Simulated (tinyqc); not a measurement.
Raising U: Hubbard ring of 5 sites, mean field against exact. Computed by the program tinyqc. Collinear unrestricted mean field (the lowest of 40 random starts) against exact diagonalisation.

one-body matrix (hopping and site energies) (eV):
```
,1,2,3,4,5
1,0.0000,-0.7800,0.0000,0.0000,-0.7800
2,-0.7800,0.0000,-0.7800,0.0000,0.0000
3,0.0000,-0.7800,0.0000,-0.7800,0.0000
4,0.0000,0.0000,-0.7800,0.0000,-0.7800
5,-0.7800,0.0000,0.0000,-0.7800,0.0000
```

electrons, up and down: 3  2

Exact and mean-field results (eV):
```
U,U/t,E exact,E mean field,mean |n_up - n_down|,"double occupancy, exact",first gap in the sector
0.390,0.500,-4.11604,-4.10106,0.200,0.221,0.000
0.780,1.000,-3.70308,-3.64219,0.220,0.202,0.000
1.560,2.000,-2.99521,-2.75510,0.335,0.161,0.000
2.340,3.000,-2.44368,-2.00812,0.611,0.123,0.000
3.120,4.000,-2.02806,-1.53301,0.787,0.092,0.000
4.680,6.000,-1.48035,-1.03244,0.909,0.053,0.000
6.240,8.000,-1.15229,-0.77687,0.949,0.033,0.000
9.360,12.000,-0.79074,-0.51909,0.978,0.016,0.000
15.600,20.000,-0.48197,-0.31180,0.992,0.006,0.000
```

What does the comparison show, and why?

In absolute terms mean field is worst at U/t = 4.0, 0.495 eV too high: at small U it is nearly exact, and at large U it misses only exchange-scale energies. Relative to the exact energy its error is 0.4 % at the smallest U, 35 % at most and 35 % at the largest. The double occupancy falls from 0.221 to 0.006; the lowest level is degenerate at every U, so the first gap stays zero.
